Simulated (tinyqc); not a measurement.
Character of the line: straight dislocations in isotropic elasticity: fields, energies, partials, Peierls stress and walls. Computed by tinyqc, a small Python program. Command: `OMP_NUM_THREADS=1 python tinyqc.py 3029799 3029800 out.jsonl disloc walk`. One thread of a shared host (Intel(R) Xeon(R) Processor @ 2.30GHz), about 0.01 s of CPU time with the checks.

The line runs along z, the glide plane is y = 0, and beta is the angle between b and the line (0 screw, 90 degrees edge): b_e = b sin(beta) along +x with the extra half plane at y > 0, b_s = b cos(beta). Stress is positive in tension.

Inputs (values chosen for the exercise, modelled on GaAs):
```
quantity                       value      unit
shear modulus G                 48.8       GPa
Poisson ratio nu               0.234         -
Burgers vector b                   4  angstrom
stacking-fault energy gamma     49.3    mJ/m^2
dislocation density rho      4.4e+09     1/m^2
core radius r0/b                 0.5         -
```

Character: edge.

Constants: 1 eV/angstrom^3 = 160.2176634 GPa.

Method:
- Energy factor K = G [cos^2(beta) + sin^2(beta)/(1 - nu)].
- E = K b^2/(4 pi) ln(R/r0) with R = 1/(2 sqrt(rho)); tension T = E + d^2E/d(beta)^2 = G b^2 [1 + nu - 3 nu sin^2(beta)]/(4 pi (1 - nu)) ln(R/r0). The core energy is taken into r0.
- Shockley partials have b_p = b/sqrt(3) at the angles beta -/+ 30 degrees; their repulsion balances the fault at d = G b_p^2/(8 pi gamma) (2 - nu)/(1 - nu) [1 - 2 nu cos(2 beta)/(2 - nu)].
- E = K b^2/(4 pi) ln(R/r0); T = G b^2 [1 + nu - 3 nu sin^2(beta)]/(4 pi (1 - nu)) ln(R/r0).

ln(R/r0) = 10.5371

From screw to edge:
```
beta (degrees)  K (GPa)  E (eV/nm)  T (eV/nm)  d (nm)
0                48.800     40.864     65.831  3.5594
15               49.799     41.700     63.322  3.7313
30               52.527     43.985     56.468  4.2011
45               56.254     47.106     47.106  4.8428
60               59.981     50.227     37.743  5.4844
75               62.709     52.511     30.889  5.9542
90               63.708     53.347     28.381  6.1261
```

What follows from these numbers?

The edge costs 1/(1 - nu) = 1.305 times the screw in energy, yet its tension is only (1 - 2 nu)/(1 + nu) = 0.431 of the screw value, so loops under stress are elongated along b. The edge splits 1.72 times as widely, (2 + nu)/(2 - 3 nu), since there the larger, edge parts of the partials repel with the factor 1/(1 - nu) and the small screw parts attract, while in the screw the roles are exchanged.
